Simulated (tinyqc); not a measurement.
Mean-field antiferromagnet of the Hubbard model on the square lattice: one step. One mean-field step.

e(k) = -2 t (cx + cy) - 4 t2 cx cy, ci = cos ki; one electron a site; Q = (pi, pi). <n_up - n_dn> = m cos(Q.R) gives Delta = U m/2 and bands E = e+ -/+ sqrt(e-^2 + Delta^2), e+- = (e(k) +- e(k + Q))/2 (the constant U/2 is dropped). Means run over the mesh k_i = 2 pi (j + 1/2)/N of the whole zone: mu from mean(f(E-) + f(E+)) = 1; m(out) = mean of Delta (f(E-) - f(E+))/sqrt(e-^2 + Delta^2); free energy per site F = -kT mean[ln(1 + exp(-(E- - mu)/kT)) + ln(1 + exp(-(E+ - mu)/kT))] + mu + U m^2/4. Order at T > 0 in two dimensions is an artefact of mean field.

Constants: kB = 8.617333262e-05 eV/K.

Values chosen for the exercise: U = 5.39 eV (on-site repulsion); m0 = 0.28 (starting staggered moment); T = 100 K.

Classes of points:
```
|e-| (eV)   e+ (eV)  points
0.000000   0.000000       8
2.177889   0.000000       8
```

Task: From m = m0 form Delta, the two bands of each class and m(out).

Give: Delta; E-, E+ and Delta/sqrt(e-^2 + Delta^2) of each class; m(out).

Result:

Delta = 0.7546 eV

E-, E+ and Delta/sqrt(e-^2 + Delta^2) of each class:
```
|e-| (eV)  E- (eV)  E+ (eV)  Delta/sqrt(e-^2 + Delta^2)
0.0000     -0.7546   0.7546                      1.0000
2.1779     -2.3049   2.3049                      0.3274
```

m(out) = 0.6637

m(out) is above m0, so the next step starts from a larger moment.

Run: tinyqc, `OMP_NUM_THREADS=1 python tinyqc.py 1682771 1682772 out.jsonl`; Intel(R) Xeon(R) Processor @ 2.30GHz, one thread, shared host; about 0.2 s of CPU time with all checks.
